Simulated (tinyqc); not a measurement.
What moves the results: six-band Luttinger-Kohn model with strain. A value that a table varies takes the place of the one given here.

Six-band Luttinger-Kohn model in the basis |3/2,3/2>, |3/2,1/2>, |3/2,-1/2>, |3/2,-3/2>, |1/2,1/2>, |1/2,-1/2>, electron energies, zero at the top of the unstrained valence band. H = -[rows: (P+Q, -S, R, 0, -S/r2, r2 R); (-S*, P-Q, 0, R, -r2 Q, r32 S); (R*, 0, P-Q, S, r32 S*, r2 Q); (0, R*, S*, P+Q, -r2 R*, -S*/r2); (-S*/r2, -r2 Q, r32 S, -r2 R, P+Dso, 0); (r2 R*, r32 S*, r2 Q, -S/r2, 0, P+Dso)], r2 = sqrt(2), r32 = sqrt(3/2). Levels are twofold.

P = c g1 k^2 - av tr(e); Q = c g2 (kx^2 + ky^2 - 2 kz^2) - (b/2)(exx + eyy - 2 ezz); R = c sqrt3 [-g2 (kx^2 - ky^2) + 2i g3 kx ky] + (sqrt3/2) b (exx - eyy) - i d exy; S = 2 c sqrt3 g3 (kx - i ky) kz - d (exz - i eyz); c = hbar^2/2m0, e the strain tensor (not engineering shear).

s11 = (C11 + C12)/((C11 - C12)(C11 + 2 C12)), s12 = -C12/((C11 - C12)(C11 + 2 C12)), s44 = 1/C44; exx = s11 sxx + s12 (syy + szz) and cyclic, exy = s44 sxy/2; tension is positive. A uniaxial stress X along the unit vector n is s_ij = X n_i n_j.

Constants: hbar^2/2m0 = 3.80998211 eV angstrom^2.

Parameters, chosen for this exercise (near those of Si; shifted at random, so the results belong to these values and not to a real crystal):

| symbol | value | unit | meaning |
|---|---|---|---|
| Dso | 0.043 | eV | spin-orbit splitting |
| g1 | 4.31 |  | Luttinger gamma1 |
| g2 | 0.34 |  | gamma2 |
| g3 | 1.44 |  | gamma3 |
| av | 2.41 | eV | valence hydrostatic potential |
| b | -2.1 | eV | tetragonal shear potential |
| d | -4.88 | eV | trigonal shear potential |
| C11 | 164.6 | GPa |  |
| C12 | 64.3 | GPa |  |
| C44 | 81.7 | GPa |  |
| load | uniaxial [001] |  | kind of stress |
| X1 | 1.8 | GPa | size of the stress |
| E_h | 20 | meV | hole energy below the top |
| X | 2.19 | GPa | stress |

## Sweep of a uniaxial [001] stress

Edges at k = 0 and curvature masses of the top pair along [110] and [001] (step 0.0002 1/angstrom); at zero stress the top is fourfold and has no single curvature.

Edges and masses:

| X (GPa) | top (eV) | second (eV) | third (eV) | splitting (meV) | m [110] | m [001] |
|---|---|---|---|---|---|---|
| -3.00 | 0.0886 | -0.0875 | -0.1181 | 176.1 | 0.275 | 0.177 |
| -2.00 | 0.0559 | -0.0583 | -0.0899 | 114.2 | 0.274 | 0.178 |
| -1.00 | 0.0243 | -0.0292 | -0.0628 | 53.5 | 0.271 | 0.180 |
| 0.00 | 0.0000 | 0.0000 | -0.0430 | 0.0 | - | - |
| 1.00 | 0.0292 | 0.0078 | -0.0553 | 21.3 | 0.215 | 0.275 |
| 2.00 | 0.0583 | 0.0332 | -0.0852 | 25.1 | 0.215 | 0.275 |
| 3.00 | 0.0875 | 0.0611 | -0.1176 | 26.3 | 0.215 | 0.275 |

The splitting reaches 176.1 meV under compression and 26.3 meV under the same tension; linear shear terms alone would make the two equal, and the difference comes from the coupling to the split-off band. At the ends of the sweep the top pair has a mass along [110] of 0.275 under compression and 0.215 under tension, so tension gives the lighter holes along [110]; along [001] it has 0.177 and 0.275. The top edge itself moves by +89 and +87 meV. The ends of the sweep mean strains up to 2.3 %, beyond the range of linear deformation potentials.

## Which stress helps holes along [110]

Each load has size X1 (biaxial: sxx = syy); masses are curvatures of the top pair at k = 0.

Results:

| load | splitting (meV) | top edge (meV) | m [110] | m [001] |
|---|---|---|---|---|
| uniaxial [110], compression | 86.6 | 39.8 | 0.114 | 0.273 |
| uniaxial [110], tension | 25.9 | 48.5 | 0.385 | 0.199 |
| uniaxial [100], compression | 101.9 | 49.4 | 0.216 | 0.274 |
| uniaxial [100], tension | 24.7 | 52.5 | 0.242 | 0.215 |
| uniaxial [111], compression | 82.5 | 36.6 | 0.142 | 0.232 |
| uniaxial [111], tension | 23.8 | 45.8 | 0.348 | 0.232 |
| biaxial (001), compression | 24.7 | 8.1 | 0.215 | 0.275 |
| biaxial (001), tension | 101.9 | 93.8 | 0.274 | 0.178 |

The lightest mass along [110] (0.114) comes with uniaxial [110], compression. The largest splitting (101.9 meV) comes with uniaxial [100], compression; biaxial (001), tension. The heaviest mass along [001] (0.275), which lowers the confinement energy in a (001) channel, comes with biaxial (001), compression. The splitting per GPa follows b (s11 - s12) for loads along cube axes and d s44 for [111]: here 2 |b| (s11 - s12) = 41.9 and |d| s44/sqrt3 = 34.5 meV per GPa in the limit of large Dso; where the splitting nears Dso, mixing with the split-off band makes it depend on the sign of the load.

## Warping of the constant-energy contours (six-band Luttinger-Kohn model)

No strain (e = 0). In the plane kz = 0, |k| where the top and second pairs lie E_h below the top, against the angle from [100]; m = c k^2/E_h.

Contours:

| angle (degrees) | k top (1/angstrom) | k second (1/angstrom) | m top (m0) | m second (m0) |
|---|---|---|---|---|
| 0 | 0.0380 | 0.0327 | 0.275 | 0.204 |
| 9 | 0.0400 | 0.0320 | 0.305 | 0.195 |
| 18 | 0.0452 | 0.0308 | 0.389 | 0.181 |
| 27 | 0.0543 | 0.0300 | 0.562 | 0.171 |
| 36 | 0.0697 | 0.0295 | 0.925 | 0.166 |
| 45 | 0.0828 | 0.0293 | 1.305 | 0.164 |

The heavy contour reaches 2.176 times as far along [110] as along [100], the light one 0.896 times. The warping follows g3 - g2 = 1.10 and would vanish for g2 = g3. Along [100] the heavy mass is 1/(g1 - 2 g2) = 0.275 at any energy, while the light one is 0.2042, against 1/(g1 + 2 g2) = 0.2004 at the edge, for E_h/Dso = 0.47.

## What each parameter does

Edges at k = 0 under a uniaxial [001] stress X and the curvature mass of the top pair along [110] (step 0.0002 1/angstrom). Each row changes one parameter from the base and keeps the others.

Results:

| case | top (eV) | second (eV) | third (eV) | mass (m0) |
|---|---|---|---|---|
| base | 0.0639 | 0.0384 | -0.0913 | 0.215 |
| b = -2.52 eV | 0.0730 | 0.0470 | -0.1091 | 0.215 |
| Dso = 0.034 eV | 0.0639 | 0.0432 | -0.0870 | 0.215 |
| g1 = 5.172 | 0.0639 | 0.0384 | -0.0913 | 0.181 |
| g3 = 1.728 | 0.0639 | 0.0384 | -0.0913 | 0.215 |
| C11 = 197.52 GPa | 0.0507 | 0.0264 | -0.0716 | 0.215 |
| g2 = 0.272 | 0.0639 | 0.0384 | -0.0913 | 0.218 |
| X = 1.752 GPa | 0.0511 | 0.0265 | -0.0774 | 0.215 |

The largest shifts from the base row, up to three for each result and ties (the steps differ in size, so this ranks the rows, not the parameters). top (eV): C11 -0.0131, X -0.0128, b +0.0092; unchanged at the printed digits by Dso, g1, g3 and g2. second (eV): C11 -0.0120, X -0.0119, b +0.0086; unchanged at the printed digits by g1, g3 and g2. third (eV): C11 +0.0197, b -0.0178, X +0.0139; unchanged at the printed digits by g1, g3 and g2. mass (m0): g1 -0.034, g2 +0.003; unchanged at the printed digits by b, Dso, g3, C11 and X. The Luttinger parameters multiply k^2 and cannot move the edges; av shifts all edges alike and leaves the mass.

(tinyqc, `OMP_NUM_THREADS=1 python tinyqc.py 1051141 1051142 out.jsonl`, Intel(R) Xeon(R) Processor @ 2.30GHz, 1 thread, shared host, about 0.06 s.)
